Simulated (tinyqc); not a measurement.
Worked calculation: lattice vibrations of a chain. Computed by tinyqc, a small Python program that keeps every step. Command: `OMP_NUM_THREADS=1 python tinyqc.py 28726 28727 out.jsonl` (the two numbers bound the seeds that draw the settings). One thread of a shared host (Intel(R) Xeon(R) Processor @ 2.60GHz), about 0.01 s of CPU time with the checks.

## Dynamical matrix at q = 0.39

A chain moving along its axis:
```
atom                mass (u)  spring to the next atom (eV/angstrom^2)
1                   28.30000                                 24.90000
2                   97.10000                                 11.80000
3                  100.70000                                  4.90000
second neighbours          -                                  1.70000
```

q is in units of 2 pi/a. A spring k from atom i to atom j, n cells on, adds k to Phi_ii and Phi_jj, -k exp(2 pi i q n) to Phi_ij and the conjugate to Phi_ji (for one atom a cell: 2k (1 - cos 2 pi q n)); D_ij = Phi_ij / sqrt(m_i m_j).

D(q) (eV/(angstrom^2 u)):
```
[[1.17314, -0.45002+0.02067i, 0.03888+0.05851i],
 [-0.45002-0.02067i, 0.41298, -0.10609+0.01096i],
 [0.03888-0.05851i, -0.10609-0.01096i, 0.19960]]
```

## Frequencies

omega^2 are the eigenvalues; wavenumber = 521.4708 sqrt(eigenvalue) 1/cm.

eigenvalues: [0.10978, 0.28628, 1.38966]

wavenumbers (1/cm): [172.8, 279.0, 614.7]

weights |e|^2 of the mass-weighted modes, order atom 1, atom 2, atom 3:
```
[[0.07020, 0.11480, 0.81500],
 [0.40096, 0.42008, 0.17896],
 [0.52884, 0.46513, 0.00604]]
```

## Dispersion and heat capacity

C/k_B per atom = mean over q = (j + 1/2)/80, j = 0..39 and all branches of y^2 e^y/(e^y - 1)^2, y = hc wavenumber / k_B T.

Wavenumbers (1/cm):
```
q         branch 1   branch 2   branch 3
0.00000    0.00000  311.41664  623.38981
0.06250   31.84044  310.51361  623.02702
0.12500   63.09242  307.80484  621.98932
0.18750   93.14633  303.30447  620.42352
0.25000  121.33188  297.08860  618.55648
0.31250  146.82315  289.41258  616.66726
0.37500  168.39669  280.98726  615.04788
0.43750  183.88871  273.56431  613.95659
0.50000  189.80636  270.36758  613.57159
```

Heat capacity:
```
T (K)  C/k_B per atom
20            0.06059
50            0.16458
100           0.35321
200           0.62284
300           0.77418
600           0.92898
1200          0.98104
```

zero-point energy per atom = 21.20092 meV
